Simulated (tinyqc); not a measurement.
LED efficiency against current.

ABC model of an LED: J = q da (A n + Ba n^2 + Ca n^3), IQE = Ba n^2/(A n + Ba n^2 + Ca n^3), differential lifetime 1/(A + 2 Ba n + 3 Ca n^2).

Inputs (values chosen for the exercise): defect coefficient of the active layer A = 2.6e6 1/s; radiative coefficient of the active layer Ba = 8.1e-11 cm^3/s; Auger coefficient of the active layer Ca = 2.5e-30 cm^6/s; thickness of the active layer da = 52 nm.

Constants: q = 1.602176634e-19 C. Results are converted to the units shown.

Result of one run:
```
n (cm^-3)  IQE (%)  defect share (%)  Auger share (%)  differential lifetime (ns)
2.030e18     92.72             1.466            5.810                       2.759
```

Which current density J gave this result: 0.2, 20, 300, 1000 or 5000 A/cm^2?

J = 300 A/cm^2.

The whole series:
```
J (A/cm^2)  n (cm^-3)  IQE (%)  defect share (%)  Auger share (%)  differential lifetime (ns)
0.2          4.069e16    55.86             44.07          0.07015                       108.6
1            1.066e17    76.66             23.09           0.2522                       50.12
4            2.272e17    87.09             12.30           0.6107                       25.13
20           5.245e17    92.82             5.680            1.502                       11.16
70           9.878e17    94.07             3.057            2.868                       5.884
300          2.030e18    92.72             1.466            5.810                       2.759
1000         3.636e18    89.20            0.7875            10.01                       1.448
5000         7.722e18    80.48            0.3345            19.18                      0.5879
20000        1.432e19    69.24            0.1551            30.61                      0.2589
```

The IQE goes from 55.9 through a maximum of 94.1 (at J = 70 A/cm^2 among the rows listed) to 69.2 %. The exact peak, Q/(Q + 2) = 94.1 % with Q = Ba/sqrt(A Ca) = 31.8, lies at n = sqrt(A/Ca) = 1.02e18 cm^-3, J = 74.6 A/cm^2, where the defect and Auger shares are equal. n goes as J^(0.60) at the low end and J^(0.45) at the high end.

Numbers from tinyqc (`OMP_NUM_THREADS=1 python tinyqc.py 2300058 2300059 out.jsonl`; about 0.01 s on one thread of a shared Intel Xeon 2.30GHz).
